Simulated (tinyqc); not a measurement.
How the errors depend on the field: Haynes-Shockley experiment: drift, diffusion and decay of a minority-carrier pulse. Computed by tinyqc, a small Python program. Command: `OMP_NUM_THREADS=1 python tinyqc.py 3111436 3111437 out.jsonl haynes walk`. One thread of a shared host (Intel(R) Xeon(R) Processor @ 2.30GHz), about 0.01 s of CPU time with the checks.

A thin sheet of excess carriers is made at x = 0, t = 0 in a long uniform bar; injection is low, so the pulse moves with the minority mobility.

Inputs (values chosen for the exercise, modelled on electrons in p-type silicon in a lightly doped bar):
```
quantity                       value         unit
minority mobility mu            1410   cm^2/(V s)
lifetime tau                      42  microsecond
temperature T                    330            K
field F                          5.1         V/cm
distance d to the collector     0.49           cm
injected sheet density N0    1.1e+10       1/cm^2
```

Constants: k_B = 8.617333262e-05 eV/K.

Method:
- D = mu k_B T/e, v = mu F.
- Transit time d/v, diffusion length sqrt(D tau), drift length v tau, Peclet number v d/D = e F d/(k_B T).
- dn(x, t) = N0/sqrt(4 pi D t) exp(-(x - v t)^2/(4 D t) - t/tau).
- At fixed x the signal peaks where d ln(dn)/dt = 0: a t^2 + t/2 - x^2/(4 D) = 0 with a = v^2/(4 D) + 1/tau.
- The full width at half maximum is found by solving dn(x, t) = peak/2 on both sides of the peak.
- With w that width: mu = d/(F t_p); D = (w d)^2/(16 ln2 t_p^3). The field is scaled by the factors listed.

D = 40.0965 cm^2/s

Errors of the simple reading:
```
factor  F (V/cm)   v d/D  v^2 tau/(4 D)  error of mu (%)  error of D (%)
0.5         2.55   43.94           3.39           16.114          3.4508
0.7         3.57   61.51           6.64            8.909          2.6032
1.0         5.10   87.88          13.54            4.771          1.8789
1.5         7.65  131.82          30.47            2.389          1.2729
2.5        12.75  219.69          84.63            1.045          0.7695
4.0        20.40  351.51         216.66            0.515          0.4819
7.0        35.70  615.14         663.53            0.238          0.2755
```

What follows from these numbers?

The error of mu falls from 16.1 to 0.238 %. For large v d/D it is about D/(v d) + 2 D/(v^2 tau), here 0.238 % in the last row: one part from spreading, one from recombination.

Extremes, crossings and ranges named in words are read from the listed rows.
